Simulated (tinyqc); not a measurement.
Minority-electron transport through the base of a bipolar transistor (Moll-Ross and Kroemer integrals): one step, computed by the program tinyqc. Command: `OMP_NUM_THREADS=1 python tinyqc.py 3031837 3031838 out.jsonl base walk`. One thread of a shared host (Intel(R) Xeon(R) Processor @ 2.30GHz), about 0.01 s of CPU time with the checks.

Low injection, one dimension, x from the emitter edge (0) to the collector edge (W), s = x/W. Recombination is treated as a small correction (valid for tau_B well below tau_n), computed from the stored charge.

Problem. Profile and built-in field. N(x) = N_0 (ratio)^(-s); n_i(x)^2 = n_i^2 exp(s dE_g/k_B T); D(x) = (k_B T/e) mu, mu = mu_min + (mu_max - mu_min)/(1 + (N/N_ref)^0.7). Field that drives electrons towards the collector, averaged over the base: (k_B T/e) ln[N_0 n_i(W)^2/(N(W) n_i^2)]/W.

Inputs (values chosen for the exercise, modelled on silicon):

| quantity | value | unit |
|---|---|---|
| base doping at the emitter edge N_0 | 1.6e+18 | 1/cm^3 |
| base width W | 120 | nm |
| mu_min | 260 | cm^2/(V s) |
| mu_max | 1400 | cm^2/(V s) |
| N_ref | 1.7e+17 | 1/cm^3 |
| temperature T | 300 | K |
| doping ratio N_0/N(W) | 51 | - |
| gap narrowing across the base dE_g | 120 | meV |

Base doping profile: exponential. Gap grading: linear. Exit of the base: infinite sink.

Constants: k_B = 8.617333262e-05 eV/K.

Give: Across the base; drift factor eta (potential drop in k_B T/e); mean built-in field.

Solution.

Across the base:

| s | N (1/cm^3) | n_i(x)^2/n_i^2 | D (cm^2/s) | y (s/cm^5) |
|---|---|---|---|---|
| 0.0 | 1.600e+18 | 1.0 | 11.80 | 1.356e+17 |
| 0.2 | 7.288e+17 | 2.5 | 14.54 | 1.981e+16 |
| 0.4 | 3.320e+17 | 6.4 | 18.07 | 2.870e+15 |
| 0.6 | 1.512e+17 | 16.2 | 22.06 | 4.231e+14 |
| 0.8 | 6.888e+16 | 41.0 | 25.97 | 6.470e+13 |
| 1.0 | 3.137e+16 | 103.7 | 29.28 | 1.033e+13 |

drift factor eta (potential drop in k_B T/e) = 8.574

mean built-in field = 18.47 kV/cm
